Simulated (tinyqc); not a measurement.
Gaussian against the exact two-step profile: two-step dopant diffusion (predeposition and drive-in) with a constant diffusivity. Computed by tinyqc, a small Python program. Command: `OMP_NUM_THREADS=1 python tinyqc.py 3009898 3009899 out.jsonl dopdiff walk`. One thread of a shared host (Intel(R) Xeon(R) Processor @ 2.30GHz), about 0.04 s of CPU time with the checks.

Fick diffusion into a half space x > 0 whose background doping C_B is of the opposite type, so that a junction lies where C = C_B.

Inputs (values chosen for the exercise, modelled on phosphorus in silicon):

| quantity | value | unit |
|---|---|---|
| prefactor D0 | 5.61 | cm^2/s |
| activation energy E | 3.68 | eV |
| surface concentration C_s | 2e+20 | 1/cm^3 |
| background doping C_B | 9.2e+16 | 1/cm^3 |
| predeposition temperature T1 | 875 | C |
| predeposition time t1 | 30 | min |
| drive-in temperature T2 | 1075 | C |
| drive-in time t2 | 90 | min |

Furnace ramps of the drive-in: none.

Constants: k_B = 8.617333262e-05 eV/K.

Method:
- D = D0 exp(-E/(k_B T)).
- Temperatures in kelvin are T(C) + 273.15.
- Times in seconds are 60 times the minutes.
- (Dt)2 = D2 t2, t2 in seconds.
- C = C_s erfc(x/(2 sqrt(D1 t1))); dose Q = 2 C_s sqrt(D1 t1/pi); the junction solves erfc(z) = C_B/C_s with x_j = 2 z sqrt(D1 t1).
- With a sealed surface and a thin source, C = Q/sqrt(pi (Dt)2) exp(-x^2/(4 (Dt)2)); x_j = 2 sqrt((Dt)2 ln(C(0)/C_B)); gradient at the junction |dC/dx| = C_B x_j/(2 (Dt)2).
- Exact two-step profile: C = (2 C_s/pi) int_0^alpha exp(-beta (1 + u^2))/(1 + u^2) du with alpha = sqrt(D1 t1/(Dt)2), beta = x^2/(4 (D1 t1 + (Dt)2)).
- The integral takes 48 Gauss-Legendre points; solve C(x) = C_B.
- Gaussian: C = Q/sqrt(pi (Dt)2) exp(-x^2/(4 (Dt)2)).
- Depths are fractions of the Gaussian x_j.

surface concentration C(0) (Gaussian) = 4.65767e+18 1/cm^3

junction depth x_j = 0.912310 um

drive-in budget (Dt)2 = 5.30203e-10 cm^2

product D1 t1 = 7.09512e-13 cm^2

exact junction depth = 0.912665 um

Profiles:

| x/x_j | x (um) | Gaussian (1/cm^3) | exact (1/cm^3) | ratio |
|---|---|---|---|---|
| 0.0 | 0.0000 | 4.6577e+18 | 4.6556e+18 | 1.0004 |
| 0.2 | 0.1825 | 3.9810e+18 | 3.9798e+18 | 1.0003 |
| 0.4 | 0.3649 | 2.4858e+18 | 2.4861e+18 | 0.9999 |
| 0.6 | 0.5474 | 1.1339e+18 | 1.1349e+18 | 0.9992 |
| 0.8 | 0.7298 | 3.7789e+17 | 3.7857e+17 | 0.9982 |
| 1.0 | 0.9123 | 9.2000e+16 | 9.2281e+16 | 0.9970 |
| 1.2 | 1.0948 | 1.6363e+16 | 1.6438e+16 | 0.9954 |

With D1 t1/(Dt)2 = 0.0013, the Gaussian is 0.045 % high at the surface and 0.30 % low at its own junction; the exact junction lies at 0.9127 um, 0.039 % deeper. The dose is the same, but the real source already has a width, which is negligible here. Caution: C_s exceeds the intrinsic carrier density of silicon at the predeposition temperature (2e18 to 1e19 per cm^3), where real diffusivities rise with concentration and profiles turn box-like.
